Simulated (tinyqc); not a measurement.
Hubbard chain of 3 sites, step by step. One step of it, computed by the program tinyqc.

Question. The many-body Hamiltonian. Basis: all placements (u, d, 2, 0 on each site), up operators ordered before down ones; hops carry the sign of the same-spin electrons passed.

one-body matrix (hopping and site energies) (eV):
```
           1          2          3
1  -0.650000  -1.760000   0.000000
2  -1.760000  -0.700000  -1.760000
3   0.000000  -1.760000   0.380000
```

U = 5.100000 eV

electrons, up and down: 2  1

Give: H.

Answer.

H (eV):
```
         2u0      u20      uud      20u      udu      u02      duu      02u
2u0   3.1000  -1.7600   0.0000  -1.7600   0.0000   0.0000   0.0000   0.0000
u20  -1.7600   3.0500  -1.7600   0.0000  -1.7600   0.0000   0.0000   0.0000
uud   0.0000  -1.7600  -0.9700   0.0000   0.0000  -1.7600   0.0000   0.0000
20u  -1.7600   0.0000   0.0000   4.1800  -1.7600   0.0000  -1.7600   0.0000
udu   0.0000  -1.7600   0.0000  -1.7600  -0.9700  -1.7600   0.0000  -1.7600
u02   0.0000   0.0000  -1.7600   0.0000  -1.7600   5.2100   0.0000   0.0000
duu   0.0000   0.0000   0.0000  -1.7600   0.0000   0.0000  -0.9700  -1.7600
02u   0.0000   0.0000   0.0000   0.0000  -1.7600   0.0000  -1.7600   4.0800
0u2   0.0000   0.0000   0.0000   0.0000   0.0000  -1.7600   0.0000  -1.7600

         0u2
2u0   0.0000
u20   0.0000
uud   0.0000
20u   0.0000
udu   0.0000
u02  -1.7600
duu   0.0000
02u  -1.7600
0u2   5.1600
```
